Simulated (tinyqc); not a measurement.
Landau levels of massless Dirac electrons: sweeps and comparisons. A value that a table varies takes the place of the one given here.

E_N = sqrt(2N) hv/l for N = 0, 1, 2, ... and the mirror levels below zero; each is fourfold (spin, valley), Zeeman splitting left out; half of level 0 belongs to the electrons.

In a field B along z: l = 1/sqrt((e/hbar) B) is the magnetic length, n_B = B/(h/e) the number of states per area in one level, hbar wc = 2 muB B/m for mass m in m0; 1/angstrom^2 = 1e16/cm^2.

Level 0 takes 2 n_B electrons and each higher level 4 n_B. At zero temperature and without broadening EF sits in the partly filled level.

Constants: e/hbar = 1.519267448e-05 1/(T angstrom^2); h/e = 413566.7697 T angstrom^2; muB = 5.788381798e-05 eV/T.

Inputs chosen for the exercise (near those of graphene; shifted at random, so the results belong to these values and not to a real crystal): hv = 6.29 eV angstrom (hbar v); Bs = (1, 2, 3, 5, 7, 10, 14) T (fields); n = 6.2 x 1e11/cm^2 (electron sheet density); Bo = (1.18, 1.34, 1.54, 1.81, 2.2, 2.81, 3.87, 6.23, 16) T (fields); B = 8.2 T (magnetic field).

## The fan of levels

The four lowest levels against B, with their labels in order.

Levels (meV):

| B (T) | first | second | third | fourth | order |
|---|---|---|---|---|---|
| 1.00 | 0.00 | 34.67 | 49.03 | 60.05 | 0 1 2 3 |
| 2.00 | 0.00 | 49.03 | 69.34 | 84.93 | 0 1 2 3 |
| 3.00 | 0.00 | 60.05 | 84.93 | 104.02 | 0 1 2 3 |
| 5.00 | 0.00 | 77.53 | 109.64 | 134.29 | 0 1 2 3 |
| 7.00 | 0.00 | 91.73 | 129.73 | 158.89 | 0 1 2 3 |
| 10.0 | 0.00 | 109.64 | 155.06 | 189.91 | 0 1 2 3 |
| 14.0 | 0.00 | 129.73 | 183.47 | 224.70 | 0 1 2 3 |

What can be read from the table?

The fourth level grows as B^0.50 over the first two rows and B^0.50 over the last two (1 for a parabolic band without a fixed offset such as a valley splitting, 1/2 for massless Dirac electrons). The order of the levels does not change. Level 0 stays at zero, and the others stand as sqrt(N).

## Oscillation of the Fermi level

Fixed density, zero temperature, no broadening. At B = 0, EF = hv sqrt(pi n).

Filling:

| B (T) | nu | partly filled level | EF (meV) | filled share |
|---|---|---|---|---|
| 1.18 | 21.73 | 5 | 84.22 | 0.93 |
| 1.34 | 19.14 | 5 | 89.75 | 0.28 |
| 1.54 | 16.65 | 4 | 86.05 | 0.66 |
| 1.81 | 14.17 | 4 | 93.29 | 0.04 |
| 2.20 | 11.66 | 3 | 89.07 | 0.41 |
| 2.81 | 9.12 | 2 | 82.20 | 0.78 |
| 3.87 | 6.63 | 2 | 96.46 | 0.16 |
| 6.23 | 4.12 | 1 | 86.54 | 0.53 |
| 16.0 | 1.60 | 0 | 0.00 | 0.80 |

EF at B = 0 = 87.79 meV

What can be read from the table?

EF runs between 0.0 and 96.5 meV around its zero-field value of 87.8 meV. It follows a level while that level empties and falls to the next one down when nu passes a filled shell; the partly filled level changes 5 times in this table.

## What each parameter does

The second and third levels from below, nu = n/n_B, and EF. Each row changes one parameter from the base and keeps the others.

Results:

| case | second level (meV) | third level (meV) | nu | EF (meV) |
|---|---|---|---|---|
| base | 99.29 | 140.41 | 3.13 | 99.29 |
| B = 9.84 T | 108.76 | 153.81 | 2.61 | 108.76 |
| hv = 7.55 eV angstrom | 119.18 | 168.54 | 3.13 | 119.18 |
| n = 5.27 x 1e11/cm^2 | 99.29 | 140.41 | 2.66 | 99.29 |

How do the results move?

The largest shifts from the base row, up to three for each result and ties (the steps differ in size, so this ranks the rows, not the parameters). second level (meV): hv +19.89, B +9.48; unchanged at the printed digits by n. third level (meV): hv +28.13, B +13.40; unchanged at the printed digits by n. nu: B -0.52, n -0.47; unchanged at the printed digits by hv. EF (meV): hv +19.89, B +9.48; unchanged at the printed digits by n.

(tinyqc, `OMP_NUM_THREADS=1 python tinyqc.py 1252678 1252679 out.jsonl`, Intel(R) Xeon(R) Processor @ 2.30GHz, 1 thread, shared host, about 0.01 s.)
